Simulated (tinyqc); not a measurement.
# Minority carriers and saturation current of a heavily doped emitter: effect of temperature on the narrowing factor

n-type, parabolic bands, full ionisation. eta = (EF - Ec)/kB T solves N = Nc F12(eta), F12(x) = (2/sqrt(pi)) int_0^infinity sqrt(u)/(1 + exp(u - x)) du. The gap shrinks rigidly by dEg = E1 [ln(N/N0) + sqrt(ln^2(N/N0) + 0.5)], an empirical law that is here taken as the true narrowing.

Nc is given at 250 K and scales as T^1.5; dEg is held. The factor nie^2/ni^2 = exp(dEg/kB T) g, g = F12(eta) exp(-eta), divides the current gain of a transistor with this emitter.

Values chosen for this exercise; band and dielectric values close to those of silicon:
- Nc = 2.12e19 cm^-3 (conduction-band density of states at 250 K)
- N = 1e20 cm^-3 (ionised donor density)
- E1 = 8.7 meV (energy of the narrowing law)
- N0 = 1.7e17 cm^-3 (density of the narrowing law)

Constants: q = 1.602176634e-19 C, kB = 1.380649e-23 J/K, Vt = kB T/q. Results are converted to the units shown.

Result of one run:
```
eta          g  nie^2/ni^2  its logarithm
5.514  0.04091       224.6          5.414
```

Which temperature T gave this result: 150, 200, 250, 350 or 400 K?

T = 150 K.

The whole series:
```
T (K)    eta        g  nie^2/ni^2  its logarithm
150    5.514  0.04091       224.6          5.414
200    4.037   0.1164       74.23          4.307
250    3.122   0.2078       36.42          3.595
300    2.489   0.2979       22.07          3.094
350    2.016   0.3792       15.19          2.721
400    1.645   0.4498       11.36          2.430
450    1.342   0.5103       9.003          2.198
```

The factor falls from 225 to 9.00. Its slope against q/kB T is 57.3 meV between the first two rows and 72.2 meV between the last two, against dEg = 111 meV: degeneracy takes back part of the narrowing. The factor grows on cooling, so the current gain of such a transistor falls.

Range of the model: Band tails, non-parabolic bands and incomplete ionisation are left out.

Computed by the program tinyqc: `OMP_NUM_THREADS=1 python tinyqc.py 2330118 2330119 out.jsonl`, one thread of a shared Intel Xeon 2.30GHz, about 0.01 s for the whole run.
